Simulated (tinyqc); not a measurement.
Dopant redistribution at a moving silicon-oxide interface during parabolic oxidation. Inputs raised by 10 %, one at a time. Computed by tinyqc, a small Python program. Command: `OMP_NUM_THREADS=1 python tinyqc.py 3008366 3008367 out.jsonl segox sens`. One thread of a shared host (Intel(R) Xeon(R) Processor @ 2.30GHz), about 0.01 s of CPU time with the checks.

Uniformly doped silicon is oxidised with x_ox = sqrt(B t); the interface advances into the silicon by alpha x_ox, alpha = 0.44. The dopant does not move in the oxide, and at the interface C(silicon) = m C(oxide).

Inputs (values chosen for the exercise, modelled on arsenic in silicon under steam):
```
quantity                                           value    unit
dopant prefactor D0                                 7.51  cm^2/s
dopant activation energy E                          3.99      eV
oxidation prefactor B0                               397  um^2/h
oxidation activation energy E_B                    0.779      eV
segregation coefficient m = C(silicon)/C(oxide)      9.6       -
bulk doping C_B                                  1.7e+17  1/cm^3
temperature T                                        950       C
time t                                               7.6       h
```

Constants: k_B = 8.617333262e-05 eV/K.

Method:
- D = D0 exp(-E/(k_B T)), converted with 1 cm^2/s = 3.6e11 um^2/h; B = B0 exp(-E_B/(k_B T)); s = alpha sqrt(B/(4 D)), the interface advance over 2 sqrt(D t).
- Temperatures in kelvin are T(C) + 273.15.
- With the dopant diffusivity D and s = alpha x_ox/(2 sqrt(D t)), in the silicon C = C_B + (C_s - C_B) erfc(y/(2 sqrt(D t)))/erfc(s), y from the original surface. Dopant balance at the interface gives C_s/C_B = 1/[1 + (1/(m alpha) - 1) g], g = sqrt(pi) s exp(s^2) erfc(s).
- Consumed silicon held alpha x_ox C_B; the oxide holds x_ox times the dopant concentration in the oxide; the difference is the excess in the silicon; 1 um = 1e-4 cm.

Runs:
```
input moved                                         from        to  ratio C_s/C_B  excess in the silicon (1/cm^2)       s  concentration in the oxide (1/cm^3)
base run                                               -         -         4.1690                      1.3278e+11  10.991                           7.3827e+16
dopant prefactor D0 (cm^2/s)                        7.51     8.261         4.1637                      1.4570e+11  10.479                           7.3732e+16
dopant activation energy E (eV)                     3.99     4.389         4.2227                      3.0894e+09  72.952                           7.4777e+16
oxidation prefactor B0 (um^2/h)                      397     436.7         4.1739                      1.2689e+11  11.527                           7.3913e+16
segregation coefficient m = C(silicon)/C(oxide)      9.6     10.56         4.5781                      1.4992e+11  10.991                           7.3701e+16
time t (h)                                           7.6      8.36         4.1690                      1.3926e+11  10.991                           7.3827e+16
bulk doping C_B (1/cm^3)                         1.7e+17  1.87e+17         4.1690                      1.4606e+11  10.991                           8.1209e+16
```

Exponents ln(y'/y) / ln(x'/x):
```
input                                            ratio C_s/C_B  excess in the silicon       s  concentration in the oxide
dopant prefactor D0                                     -0.013                  0.974  -0.500                      -0.013
dopant activation energy E                               0.134                -39.458  19.859                       0.134
oxidation prefactor B0                                   0.012                 -0.476   0.500                       0.012
segregation coefficient m = C(silicon)/C(oxide)          0.982                  1.274   0.000                      -0.018
time t                                                   0.000                  0.500   0.000                       0.000
bulk doping C_B                                          0.000                  1.000   0.000                       1.000
```

Among the inputs moved here: ratio C_s/C_B answers most in size to segregation coefficient m = C(silicon)/C(oxide) (exponent +0.982), next to dopant activation energy E (+0.134); its exponent is below 0.0005 for time t, bulk doping C_B. Its exponent +0.982 in segregation coefficient m = C(silicon)/C(oxide): here C_s/C_B is close to m alpha/g. Its exponent 0.000 in time t: both lengths grow as sqrt(t). Excess in the silicon answers most in size to dopant activation energy E (exponent -39.458), next to segregation coefficient m = C(silicon)/C(oxide) (+1.274). Its exponent +0.500 in time t: the dose follows the oxide thickness. s answers most in size to dopant activation energy E (exponent +19.859), next to dopant prefactor D0 (-0.500); its exponent is below 0.0005 for segregation coefficient m = C(silicon)/C(oxide), time t, bulk doping C_B. Its exponent -0.500 in dopant prefactor D0: s scales as sqrt(B/D). Its exponent +0.500 in oxidation prefactor B0: s scales as sqrt(B/D). Concentration in the oxide answers most in size to bulk doping C_B (exponent +1.000), next to dopant activation energy E (+0.134); its exponent is below 0.0005 for time t.

Caution (all rows): parabolic growth needs an oxide much thicker than the Deal-Grove length A, which fails for thin films and low temperatures; oxidation-enhanced or retarded diffusion is ignored.
